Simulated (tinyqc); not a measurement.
Bandgap voltage reference from two bipolar transistors: output against temperature.

Two transistors of area 1 and N carry the same current I. Is(T) = Is (T/T0)^eta exp[(Vg0 q/kB)(1/T0 - 1/T)], VBE1 = Vt ln(I/Is(T)) + I rb, VBE2 = Vt ln(I/(N Is(T))) + I rb/N. The amplifier forces I R1(T) = VBE1 - VBE2 + Vos, with R(T) = R (1 + tc (T - T0)) for both resistors, and the output is Vref = VBE1 + I R2(T). Base currents and the Early effect are neglected.

Vt = kB T/q; I = (Vt ln N + Vos)/(R1(T) - rb (1 - 1/N)).

Parameters, values chosen for the exercise; values of the order met in silicon bipolar transistors:
```
symbol    value   unit                                                   meaning
T0          298      K                                     reference temperature
Vg0       1.147      V                      band-gap voltage extrapolated to 0 K
eta         3.3                   temperature exponent of the saturation current
Is      1.6e-16      A           saturation current of the unit transistor at T0
N            24                              area ratio of the second transistor
R1            5   kohm  resistor across which the difference of VBE falls, at T0
tc            0  ppm/K                 temperature coefficient of both resistors
Vos           0     mV                                   offset of the amplifier
rb           31    ohm                  series resistance of the unit transistor
R2        32.75   kohm                                     output resistor at T0
```

Constants: q = 1.602176634e-19 C, kB = 1.380649e-23 J/K. Results are converted to the units shown.

Results:

| T (K) | I (uA) | VBE1 (V) | I R2 (V) | Vref (V) | Vref - Vref(T0) (mV) | dVref/dT (uV/K) |
|---|---|---|---|---|---|---|
| 218 | 12.012 | 0.79810 | 0.39339 | 1.1915 | 2.1377 | 5.8682 |
| 233 | 12.838 | 0.77102 | 0.42045 | 1.1915 | 2.1257 | -7.3206 |
| 253 | 13.940 | 0.73462 | 0.45655 | 1.1912 | 1.8139 | -23.642 |
| 298 | 16.420 | 0.65160 | 0.53775 | 1.1893 | 0 | -56.088 |
| 323 | 17.797 | 0.60488 | 0.58286 | 1.1877 | -1.6045 | -72.055 |
| 348 | 19.175 | 0.55778 | 0.62798 | 1.1858 | -3.5928 | -86.831 |
| 373 | 20.552 | 0.51032 | 0.67309 | 1.1834 | -5.9375 | -100.58 |
| 398 | 21.930 | 0.46253 | 0.71820 | 1.1807 | -8.6145 | -113.44 |
| 423 | 23.307 | 0.41443 | 0.76332 | 1.1777 | -11.603 | -125.51 |

Estimate the missing row, T = 273 K.

Computed row:

| T (K) | I (uA) | VBE1 (V) | I R2 (V) | Vref (V) | Vref - Vref(T0) (mV) | dVref/dT (uV/K) |
|---|---|---|---|---|---|---|
| 273 | 15.042 | 0.69790 | 0.49264 | 1.1905 | 1.1883 | -38.722 |

With this row back in the table: VBE1 falls by 1.87 mV/K on average and I R2 rises by 1.80 mV/K. The slope of Vref vanishes at T = 225 K. Between 233 and 398 K Vref spans 10.7 mV, or 54.8 ppm/K by the box method (span over the average over T, over 165 K).

tinyqc, about 0.02 s, one thread, Intel Xeon 2.30GHz (shared host): `OMP_NUM_THREADS=1 python tinyqc.py 2062002 2062003 out.jsonl`
